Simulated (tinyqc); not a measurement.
Bloch-Grueneisen resistivity of a metal: one step, computed by the program tinyqc. Command: `OMP_NUM_THREADS=1 python tinyqc.py 3004459 3004460 out.jsonl bg walk`. One thread of a shared host (Intel(R) Xeon(R) Processor @ 2.30GHz), about 0.01 s of CPU time with the checks.

Electrons scatter from a Debye spectrum of phonons (n = 5 for scattering within one band, n = 3 for scattering into a second, heavy band) and from static defects.

Task: The integral and the phonon part. J_n(y) = int_0^y x^n e^x/(e^x - 1)^2 dx, by 96 Gauss-Legendre points (upper limit at most 60). rho_ph = (n - 1) rho_1 (T/Theta)^n J_n(Theta/T), with rho_1 = 2 pi lambda_tr k_B Theta/(hbar eps_0 w_p^2), the high-temperature line at T = Theta.

Inputs (values chosen for the exercise, modelled on ruthenium): exponent n = 5; Debye temperature Theta = 406 K; temperature T = 200 K.

Addition: saturation.

rho_1 = 12.40300 microohm cm

Give: Theta/T; J_n; phonon resistivity rho_ph.

Result:

Theta/T = 2.03

J_n = 3.406

phonon resistivity rho_ph = 4.902 microohm cm

This is 80.2 % of the straight line rho_1 T/Theta.
